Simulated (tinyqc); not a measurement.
Inside a calculation. Method: plane-wave Kohn-Sham cycle with exchange-only LDA in a layered model solid. Computed by tinyqc, a small Python program that keeps every step. Settings: points = 16, plane-wave index or count = 3, electrons = 4, k points = 1, area = 8.0, mixing = 0.5, iteration cap = 56, Kerker q0 = 1.22. Command: `OMP_NUM_THREADS=1 python tinyqc.py 20303 20304 out.jsonl` (the two numbers bound the seeds that draw the settings). One thread of a shared host (Intel(R) Xeon(R) Processor @ 2.60GHz), about 0.02 s of CPU time with the checks.

A solid whose potential varies along x alone (atomic units):

| parameter | value |
|---|---|
| period a | 11.700000 |
| cross-section of the cell | 8.000000 |
| electrons per cell | 4 |
| grid points | 16 |
| plane waves -n..n, n | 3 |
| k points | 1 |
| V1 in V1 cos(2 pi x/a) | -0.280000 |

Stop when sqrt(dV sum R^2) is below 1e-8, dV = a A/N.

Course of the cycle:

| iteration | E (hartree) | norm of the residual |
|---|---|---|
| 1 | -1.1260382 | 3.08e-01 |
| 2 | -0.8682531 | 2.12e-01 |
| 3 | -0.8134413 | 1.93e-01 |
| 4 | -0.8152425 | 1.76e-01 |
| 5 | -0.8086926 | 1.84e-01 |
| 6 | -0.8153944 | 1.79e-01 |
| 7 | -0.8072015 | 1.82e-01 |
| 8 | -0.8162976 | 1.80e-01 |
| 9 | -0.8066730 | 1.81e-01 |
| 10 | -0.8166315 | 1.80e-01 |
| 11 | -0.8064826 | 1.81e-01 |
| ... | ... | ... |
| 46 | -0.8168241 | 1.81e-01 |
| 47 | -0.8063754 | 1.81e-01 |
| 48 | -0.8168241 | 1.81e-01 |
| 49 | -0.8063754 | 1.81e-01 |
| 50 | -0.8168241 | 1.81e-01 |
| 51 | -0.8063754 | 1.81e-01 |
| 52 | -0.8168241 | 1.81e-01 |
| 53 | -0.8063754 | 1.81e-01 |
| 54 | -0.8168241 | 1.81e-01 |
| 55 | -0.8063754 | 1.81e-01 |
| 56 | -0.8168241 | 1.81e-01 |

Can the last value be used, and what does the course show?

Not by the stop rule. Not converged within 56 iterations: the residual has stopped falling: the iteration swings between two states. Reruns (cap 100 unless said): mixing 0.1: not converged; mixing 0.5, Kerker q0 1.0: not converged; mixing 0.3, Pulay depth 5: not converged; the original settings with a cap of 400: not converged.
